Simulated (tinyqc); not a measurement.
How many bands a k.p model needs: band 4 from Gamma to X: k.p theory built from an empirical-pseudopotential calculation at Gamma.

Empirical pseudopotential on the fcc lattice, atoms at +/- tau, tau = a (1,1,1)/8, no spin-orbit coupling. H(G,G') = c (2 pi/a)^2 |k + G|^2 delta + VS(q) cos(q.tau) + i VA(q) sin(q.tau), q = G - G', c = hbar^2/2m0; k and G in units of 2 pi/a; VS at |q|^2 = 3, 8, 11 and VA at 3, 4, 11, in rydberg, zero elsewhere. The basis is fixed: all 89 G with |G|^2 up to Gcut. Energies are counted from the fourth level at Gamma.

k.p in the lowest n states at Gamma: H_nm = (E_n + c k^2) delta + 2 c k.<n|G|m>, k in 1/angstrom; with all states of the basis it is exact.

Constants: hbar^2/2m0 = 3.80998211 eV angstrom^2; Ry = 13.60569312 eV.

Parameters, chosen for this exercise (near those of Si; shifted at random, so the results belong to these values and not to a real crystal):

| symbol | value | unit | meaning |
|---|---|---|---|
| a | 5.432 | angstrom | lattice constant |
| VS | (-0.216, 0.039, 0.081) | Ry | symmetric form factors |
| VA | (0, 0, 0) | Ry | antisymmetric form factors |
| Gcut | 19 | (2 pi/a)^2 | largest \|G\|^2 of the fixed basis |

Band 4 (counted from below) at k = f (1, 0, 0) 2 pi/a; n ends on whole multiplets.

Energies (eV):

| f | n = 8 | n = 15 | n = 27 | n = 89 (exact) |
|---|---|---|---|---|
| 0.000 | 0.000 | 0.000 | 0.000 | 0.000 |
| 0.125 | -0.239 | -0.241 | -0.245 | -0.245 |
| 0.250 | -0.747 | -0.772 | -0.785 | -0.785 |
| 0.375 | -1.277 | -1.351 | -1.377 | -1.379 |
| 0.500 | -1.723 | -1.869 | -1.914 | -1.917 |
| 0.625 | -2.046 | -2.283 | -2.352 | -2.357 |
| 0.750 | -2.230 | -2.571 | -2.671 | -2.680 |
| 0.875 | -2.267 | -2.724 | -2.862 | -2.874 |
| 1.000 | -2.152 | -2.734 | -2.919 | -2.936 |

What does the comparison show?

With n = 8 the band stays within 0.05 eV of the exact one up to f = 0.250 (error at X: +0.785 eV). With n = 15 the band stays within 0.05 eV of the exact one up to f = 0.500 (error at X: +0.202 eV). With n = 27 the band stays within 0.05 eV of the exact one over the whole line (error at X: +0.018 eV). A smaller basis can only raise a level.

tinyqc: `OMP_NUM_THREADS=1 python tinyqc.py 1051078 1051079 out.jsonl`; about 0.5 s, one thread, shared Intel(R) Xeon(R) Processor @ 2.30GHz.
